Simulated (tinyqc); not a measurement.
Changing the temperature T: non-radiative capture by multiphonon emission, one effective mode. Computed by tinyqc, a small Python program. Command: `OMP_NUM_THREADS=1 python tinyqc.py 3018261 3018262 out.jsonl capture sweep`. One thread of a shared host (Intel(R) Xeon(R) Processor @ 2.30GHz), about 0.03 s of CPU time with the checks.

The initial state (free carrier plus empty centre) lies dE above the final state; both have the same frequency and are displaced by dQ.

Inputs (values chosen for the exercise, for a model semiconductor):

| quantity | value | unit |
|---|---|---|
| energy released dE | 1.02 | eV |
| phonon energy hbar omega | 57.1 | meV |
| Huang-Rhys factor S | 7.22 | - |
| electron-phonon coupling W | 0.041 | eV/(u^(1/2) angstrom) |
| cell volume V | 1940 | angstrom^3 |
| degeneracy g | 1 | - |
| broadening b | 46 | meV |
| carrier mass m | 0.277 | m_0 |
| defect density N_t | 6e+16 | cm^-3 |

Centre: neutral.

Constants: hbar^2/u = 4.18015928e-03 eV angstrom^2; k_B = 8.617333262e-05 eV/K; hbar = 6.582119569e-16 eV s; k_B = 1.380649e-23 J/K; m_0 = 9.1093837015e-31 kg.

Method:
- dQ = sqrt(2 S (hbar^2/u)/hbar omega); relaxation energy lambda = S hbar omega; phonons needed P = dE/hbar omega; classical barrier E_b = (dE - lambda)^2/(4 lambda); occupation n = 1/(exp(hbar omega/k_B T) - 1).
- Huang-Rhys weight for a net emission of p phonons: L_p = exp(-S (2n + 1)) ((n + 1)/n)^(p/2) I_p(2 S sqrt(n (n + 1))), I_p the modified Bessel function.
- M_p = sum_m w_m <m_i|Q|(m + p)_f>^2 with Q counted from the final minimum and Boltzmann weights w_m for m = 0..24; <m_i|Q|k_f> = sqrt((hbar^2/u)/(2 hbar omega)) [sqrt(k) <m|k-1> + sqrt(k+1) <m|k+1>], with overlaps of oscillators displaced by d = sqrt(2 S) summed on 1500 points from -16 to 16 + d.
- The delta function is a Gaussian of standard deviation b at dE - p hbar omega.
- C_0 = V (2 pi/hbar) g W^2 sum_p M_p Gaussian_p. The sum runs over the seven p from round(P) - 3 to round(P) + 3; 1 angstrom^3 = 1e-24 cm^3.
- For a neutral centre the Sommerfeld factor is 1.
- C = s C_0; v = sqrt(3 k_B T/m); sigma = C/v; tau = 1/(C N_t).

One run for each value:

| temperature T (K) | capture coefficient C (cm^3/s) | C_0 (cm^3/s) | Sommerfeld factor s | cross-section sigma (cm^2) |
|---|---|---|---|---|
| 60 | 7.915e-10 | 7.915e-10 | 1 | 7.975e-17 |
| 83 | 7.930e-10 | 7.930e-10 | 1 | 6.794e-17 |
| 120 | 8.098e-10 | 8.098e-10 | 1 | 5.770e-17 |
| 160 | 8.670e-10 | 8.670e-10 | 1 | 5.350e-17 |
| 220 | 1.049e-09 | 1.049e-09 | 1 | 5.522e-17 |
| 310 | 1.554e-09 | 1.554e-09 | 1 | 6.888e-17 |
| 430 | 2.673e-09 | 2.673e-09 | 1 | 1.006e-16 |
| 600 | 5.073e-09 | 5.073e-09 | 1 | 1.616e-16 |

Describe and explain the trends.

Over the rows, capture coefficient C (cm^3/s) rises from 7.91e-10 to 5.07e-9 (exponent d ln y / d ln x 0.0058 between the first rows and 1.9 between the last); C_0 (cm^3/s) rises from 7.91e-10 to 5.07e-9 (exponent d ln y / d ln x 0.0058 between the first rows and 1.9 between the last); Sommerfeld factor s does not change. The classical barrier (dE - S hbar omega)^2/(4 S hbar omega) is 0.224 eV and hbar omega/k_B is 663 K; well below that temperature C_0 is the tunnelling rate from the lowest level.

Caution (rows 60.0, 83.0, 120, 160, 220, 310, 430): the largest term is not the one nearest energy conservation, so C_0 depends strongly on the broadening b.

Extremes, crossings and ranges named in words are read from the listed rows.
